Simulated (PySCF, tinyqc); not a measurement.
Starting guesses with DIIS over 6 matrices: SCF starting guesses in the 3-21g basis, for H2, spin multiplicity 1. Computed by the program tinyqc with PySCF. RHF with one setting changed at a time; a run stops when the energy changes by less than 1e-09 hartree and the error matrix is below 1e-5. Starts: the lowest orbitals of the core Hamiltonian, of the Wolfsberg-Helmholz matrix (K = 1.75), projected atomic densities, random orbitals, and the highest orbitals of the core Hamiltonian (a deliberately bad start).

Geometry (angstrom):
```
atom       x       y       z
H     0.0000  0.0000  0.0000
H     0.0000  0.0000  1.1940
```

lowest restricted solution found by these runs and by PySCF = -1.053059 hartree

Largest element of the error matrix X^T (FDS - SDF) X:
```
iteration     core  Wolfsberg-Helmholz  atomic densities   random  highest core orbitals
1          1.2e-01             1.2e-01           1.2e-01  3.3e-01                1.3e-01
2          1.9e-02             1.9e-02           6.4e-03  1.8e-01                5.5e-02
3          1.5e-05             2.6e-05           1.2e-03  3.6e-02                1.4e-02
4          6.0e-06             1.0e-05           6.7e-08  2.6e-03                7.9e-06
5                -             6.6e-06           2.6e-08  1.5e-04                2.7e-06
6                -                   -                 -  1.6e-06                      -
```

How each run ends:
```
run                    iterations  E (hartree)         state
core                            4    -1.053059  lowest found
Wolfsberg-Helmholz              5    -1.053059  lowest found
atomic densities                5    -1.053059  lowest found
random                          7    -1.053059  lowest found
highest core orbitals           5    -1.053059  lowest found
```

What does the comparison show, and why?

5 of 5 runs reach the lowest restricted solution found, in 4 to 7 iterations (fastest: core). The first errors are 1e-01, 1e-01, 1e-01, 3e-01, 1e-01. The restricted reference is unstable here: a spin-polarised solution lies 0.0000 hartree lower (PySCF), so results built on it describe a poor reference.
